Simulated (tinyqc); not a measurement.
## Off-state leakage of single and stacked transistors: leakage components against the supply voltage

n-channel devices of unit width. Subthreshold current I(Vg, Vs, Vd) = I0 (T/300 K)^0.5 exp[(Vg - Vs - VT(T) - gb (Vs - Vb) + dd (Vd - Vs))/(nf Vt)] (1 - exp(-(Vd - Vs)/Vt)), VT(T) = VT - cT (T - 300 K). Gate-edge tunnelling Ig (Vd/1 V) exp(ag (Vd - 1 V)), for a gate at 0 V, and band-to-band leakage Ab u exp(-Bb/u), u = Vd - Vb + 1 V, flow at a drain held at V; both are taken as independent of T. In a stack of off transistors (all gates at 0 V) the same subthreshold current passes through each.

One transistor with Vg = Vs = 0, Vd = V; stack factor I(one)/I(two in series).

Inputs (values chosen for the exercise); values of the order met in bulk silicon logic transistors:
- T = 300 K (temperature)
- VT = 0.42 V (threshold at 300 K, zero drain and body bias)
- cT = 0.9 mV/K (fall of the threshold with temperature)
- I0 = 0.41 uA/um (current at threshold at 300 K)
- nf = 1.55 (slope factor)
- dd = 0.17 (drain-induced lowering per volt)
- gb = 0.24 (rise of the threshold per volt of source-body bias)
- Ig = 1e-5 uA/um (gate-edge tunnelling current at 1 V)
- ag = 5.7 1/V (exponential slope of the gate current)
- Ab = 100 uA/(um V) (prefactor of band-to-band leakage at the drain)
- Bb = 23 V (its exponential voltage)
- Vb = -0.6 V (body voltage)

Constants: q = 1.602176634e-19 C, kB = 1.380649e-23 J/K, Vt = kB T/q. Results are converted to the units shown.

Leakage components against the supply voltage:

| V (V) | subthreshold (nA/um) | gate edge (nA/um) | band-to-band (nA/um) | total (nA/um) | stack factor | largest part |
|---|---|---|---|---|---|---|
| 0.5 | 0.0026380 | 2.8922e-4 | 3.6784 | 3.6813 | 7.3758 | band-to-band |
| 0.6 | 0.0040320 | 6.1371e-4 | 6.3397 | 6.3444 | 10.405 | band-to-band |
| 0.7 | 0.0061627 | 0.0012661 | 10.442 | 10.449 | 14.842 | band-to-band |
| 0.8 | 0.0094193 | 0.0025586 | 16.528 | 16.540 | 21.333 | band-to-band |
| 0.9 | 0.014397 | 0.0050897 | 25.260 | 25.279 | 30.823 | band-to-band |
| 1 | 0.022005 | 0.010000 | 37.423 | 37.455 | 44.694 | band-to-band |
| 1.1 | 0.033633 | 0.019451 | 53.928 | 53.982 | 64.960 | band-to-band |
| 1.2 | 0.051407 | 0.037521 | 75.812 | 75.901 | 94.564 | band-to-band |
| 1.3 | 0.078572 | 0.071876 | 104.23 | 104.38 | 137.80 | band-to-band |
| 1.4 | 0.12009 | 0.13687 | 140.45 | 140.71 | 200.96 | band-to-band |

As V goes from 0.5 to 1.4, the total leakage rises from 3.68 to 141 nA/um. The band-to-band part leads at V = 0.5 and in all other rows. The reduction by a stack of two rises from 7.38 to 201, for the subthreshold part alone.

Computed by the program tinyqc: `OMP_NUM_THREADS=1 python tinyqc.py 2242242 2242243 out.jsonl`, one thread of a shared Intel Xeon 2.30GHz, about 0.03 s for the whole run.
